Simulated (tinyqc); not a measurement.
Approach to the steady line: permeation of metal atoms or ions through a thin barrier or dielectric: time lag, field-aided drift and lifetime. Computed by tinyqc, a small Python program. Command: `OMP_NUM_THREADS=1 python tinyqc.py 3014694 3014695 out.jsonl barrier walk`. One thread of a shared host (Intel(R) Xeon(R) Processor @ 2.30GHz), about 0.01 s of CPU time with the checks.

The film 0 < x < d is empty at first; C = C0 at x = 0 and C = 0 at x = d. dC/dt = D d2C/dx2 - v dC/dx with drift v = D z e V/(k_B T d) (uniform field, no space charge).

Inputs (values chosen for the exercise, for a model case: doubly charged vacancies through an oxide):
```
quantity,value,unit
thickness d,98,nm
prefactor D0,590,cm^2/s
activation energy E,1.33,eV
concentration at the source side C0,3.9e+13,1/cm^3
charge number z,2,-
voltage V (positive drives ions across),0.093,V
test temperature T,150,C
```

Constants: k_B = 8.617333262e-05 eV/K.

Method:
- D = D0 exp(-E/(k_B T)); time scale d^2/D; Peclet number P = z V/(k_B T), k_B T in eV; 1 nm = 1e-7 cm.
- Temperatures in kelvin are T(C) + 273.15.
- Steady flux J = (D C0/d) P/(1 - exp(-P)); time lag in units of d^2/D: s_L = [P (1 + exp(-P))/(1 - exp(-P)) - 2]/P^2 (P = 0: J = D C0/d, s_L = 1/6).
- Dose through the film Q(s) = C0 d {f (s - s_L) - 2 exp(P/2) sum_(n=1..200) (-1)^n n^2 pi^2 exp(-l_n s)/l_n^2}, l_n = n^2 pi^2 + P^2/4, f = P/(1 - exp(-P)) the relative flux.
- Short-time form for P = 0: Q/(C0 d) = 4 sqrt(s) ierfc(1/(2 sqrt(s))), ierfc(y) = exp(-y^2)/sqrt(pi) - y erfc(y).

Peclet number P = 5.10089

flux relative to D C0/d = 5.13215

time lag s_L = 0.121581

Q/(C0 d):
```
s,series,steady line f (s - s_L),series without field,"short-time form, no field"
0.03,5.2819e-05,-4.7001e-01,4.8419e-06,4.8419e-06
0.05,2.7070e-03,-3.6736e-01,2.6934e-04,2.6934e-04
0.08,2.9171e-02,-2.1340e-01,3.2066e-03,3.2066e-03
0.12,1.2219e-01,-8.1116e-03,1.4887e-02,1.4887e-02
0.20,4.3809e-01,4.0246e-01,6.1464e-02,6.1463e-02
0.30,9.2261e-01,9.1568e-01,1.4382e-01,1.4379e-01
0.50,1.9424e+00,1.9421e+00,3.3479e-01,3.3326e-01
0.80,3.4818e+00,3.4817e+00,6.3341e-01,6.1838e-01
1.20,5.5346e+00,5.5346e+00,1.0333e+00,9.7002e-01
```

What follows from these numbers?

The dose lies above the steady line at all times and, among these rows, is within 1 % of it from s = 0.3 on (the lag is s_L = 0.122); for a known P the intercept of that line gives D and its slope D C0. The field changes the dose by a factor 10.9 in the first row and 5.36 in the last; at short times the factor tends to exp(P/2) = 12.8. Caution: a prefactor D0 above about 10 cm^2/s is far larger than atomic jumps allow; it only sets the time scale of the exercise.
